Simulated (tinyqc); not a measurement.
Against doping: dopants and charged point defects at anneal temperature: Fermi-level effect, clustering and pairing. Computed by tinyqc, a small Python program. Command: `OMP_NUM_THREADS=1 python tinyqc.py 3017120 3017121 out.jsonl pairing walk`. One thread of a shared host (Intel(R) Xeon(R) Processor @ 2.30GHz), about 0.03 s of CPU time with the checks.

Boltzmann statistics and full ionisation of active dopants. Energies are counted from the valence band; the defect (a vacancy or self-interstitial) has five charge states, with all degeneracy factors one.

Inputs (values chosen for the exercise, with bands modelled on silicon):
```
quantity                                         value   unit
gap at 0 K E_g0                                   1.16     eV
Varshni alpha                                 0.000491   eV/K
Varshni beta                                       638      K
electron mass m_e                                0.319    m_0
valleys M_c                                          6      -
hole mass m_h                                    0.792    m_0
anneal temperature T                               850      K
total dopant density N                           6e+20  cm^-3
formation enthalpy of the neutral defect H_f       2.2     eV
formation entropy S_f                              4.9    k_B
site density N_s                               4.4e+22  cm^-3
dopant atoms per cluster k                           2      -
cluster binding energy E_b                        1.07     eV
```

Dopant: donor. Second part: clustering of the dopant.

defect levels as fractions of E_g(T): (2+/+), (+/0), (0/-), (-/2-): 0.11  0.25  0.69  0.83

Constants: m_0 = 9.1093837015e-31 kg; k_B = 1.380649e-23 J/K; h = 6.62607015e-34 J s; k_B = 8.617333262e-05 eV/K.

Method:
- E_g = E_g0 - alpha T^2/(T + beta).
- N_c = 2 M_c (2 pi m_e k_B T/h^2)^(3/2) and N_v = 2 (2 pi m_h k_B T/h^2)^(3/2), masses in units of m_0.
- n_i = sqrt(N_c N_v) exp(-E_g/2 k_B T); E_i = E_g/2 + (k_B T/2) ln(N_v/N_c).
- n = A/2 + sqrt(A^2/4 + n_i^2) for an active density A.
- k ionised dopants and k carriers form one neutral cluster: C = N_s (A/N_s)^k (n/N_b)^k exp(E_b/k_B T), N_b the effective density of states of the majority band, and N = A + k C (60 bisections in ln A between ln N - 90 and ln N).
- chi = n/n_i (for acceptors n_i/p); E_F = E_i + k_B T ln chi; field enhancement h = 1 + A/sqrt(A^2 + 4 n_i^2).
- C_0 = N_s exp(S_f/k_B) exp(-H_f/k_B T). Ratios to the neutral state at E_F = E_i: r_+ = exp((E(+/0) - E_i)/k_B T), r_2+ = r_+ exp((E(2+/+) - E_i)/k_B T), r_- = exp((E_i - E(0/-))/k_B T), r_2- = r_- exp((E_i - E(-/2-))/k_B T); at other E_F state q scales as chi^(-q). The enhancement is sum r_q chi^(-q)/sum r_q. The charge on the defects is left out of neutrality.
- chi = n/n_i; h = 1 + A/sqrt(A^2 + 4 n_i^2); the dopant diffusivity over its intrinsic value is D/D_i = enhancement x h x A/N, if every charge state carries the dopant equally well.

E_g = 0.921594 eV

k_B T = 0.0732473 eV

n_i = 1.93573e+17 cm^-3

E_i = 0.445133 eV

effective density of states N_b of the majority band = 1.29377e+20 cm^-3

neutral defects C_0 = 5.33782e+11 cm^-3

Charge states:
```
state      ratio r  intrinsic (cm^-3)  doped (cm^-3)
2+     4.88220e-04        2.60603e+08    3.13367e+04
+      5.33098e-02        2.84558e+10    3.12038e+08
0      1.00000e+00        5.33782e+11    5.33782e+11
-      7.39458e-02        3.94709e+10    3.59948e+12
2-     9.39353e-04        5.01410e+08    4.16983e+12
```

Trend at the anneal temperature:
```
N (cm^-3)  active A (cm^-3)     chi  defect enhancement  mean charge   D/D_i
5.80e+15         5.8000e+15    1.02               1.000      -0.0208  1.0153
2.70e+16         2.7000e+16    1.07               1.002      -0.0273  1.0713
1.20e+17         1.1999e+17    1.36               1.011      -0.0560  1.3108
5.70e+17         5.6923e+17    3.25               1.122      -0.1923  2.0473
2.60e+18         2.3988e+18   12.47               1.836      -0.5839  3.3669
1.20e+19         5.6914e+18   29.44               3.537      -0.9525  3.3514
5.60e+19         9.3869e+18   48.51               6.024      -1.1778  2.0187
2.60e+20         1.4226e+19   73.50              10.199      -1.3539  1.1159
1.20e+21         2.1054e+19  108.78              17.860      -1.5017  0.6267
```

What does the comparison show, and why?

Well below n_i = 1.94e17 cm^-3 chi and the enhancement are near 1. At any doping d ln(enhancement)/d ln chi equals minus the mean charge, which goes from -0.02 to -1.50 over the rows. Clustering bends A over: its exponent in N falls to 0.26, towards 1/(2k) = 0.250, and D/D_i peaks at N = 2.6e18 cm^-3.

Extremes, crossings and ranges named in words are read from the listed rows.
